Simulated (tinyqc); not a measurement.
# Minority carriers and saturation current of a heavily doped emitter: effect of temperature on the narrowing factor

n-type, parabolic bands, full ionisation. eta = (EF - Ec)/kB T solves N = Nc F12(eta), F12(x) = (2/sqrt(pi)) int_0^infinity sqrt(u)/(1 + exp(u - x)) du. The gap shrinks rigidly by dEg = E1 [ln(N/N0) + sqrt(ln^2(N/N0) + 0.5)], an empirical law that is here taken as the true narrowing.

Nc is given at 400 K and scales as T^1.5; dEg is held. The factor nie^2/ni^2 = exp(dEg/kB T) g, g = F12(eta) exp(-eta), divides the current gain of a transistor with this emitter.

Inputs (values chosen for the exercise); band and dielectric values close to those of silicon: conduction-band density of states at 400 K Nc = 4.39e19 cm^-3; ionised donor density N = 5.3e19 cm^-3; energy of the narrowing law E1 = 9 meV; density of the narrowing law N0 = 1.1e17 cm^-3.

Constants: q = 1.602176634e-19 C, kB = 1.380649e-23 J/K, Vt = kB T/q. Results are converted to the units shown.

Result of one run:

| T (K) | eta | g | nie^2/ni^2 | its logarithm |
|---|---|---|---|---|
| 200 | 2.383 | 0.3151 | 204.0 | 5.318 |

What becomes of these results when the temperature T is changed from 200 to 400 K, all else the same?

Result of the changed run:

| T (K) | eta | g | nie^2/ni^2 | its logarithm |
|---|---|---|---|---|
| 400 | 0.6083 | 0.6571 | 16.72 | 2.817 |

The whole series:

| T (K) | eta | g | nie^2/ni^2 | its logarithm |
|---|---|---|---|---|
| 150 | 3.400 | 0.1754 | 982.5 | 6.890 |
| 200 | 2.383 | 0.3151 | 204.0 | 5.318 |
| 250 | 1.730 | 0.4333 | 76.86 | 4.342 |
| 300 | 1.261 | 0.5268 | 39.42 | 3.674 |
| 350 | 0.8999 | 0.5998 | 24.23 | 3.188 |
| 400 | 0.6083 | 0.6571 | 16.72 | 2.817 |
| 450 | 0.3645 | 0.7027 | 12.48 | 2.524 |

The factor falls from 983 to 12.5. Its slope against q/kB T is 81.3 meV between the first two rows and 90.7 meV between the last two, against dEg = 112 meV: degeneracy takes back part of the narrowing. The factor grows on cooling, so the current gain of such a transistor falls.

Range of the model: Band tails, non-parabolic bands and incomplete ionisation are left out.

Program tinyqc, `OMP_NUM_THREADS=1 python tinyqc.py 2330079 2330080 out.jsonl`; Intel Xeon 2.30GHz, shared host, one thread, about 0.01 s.
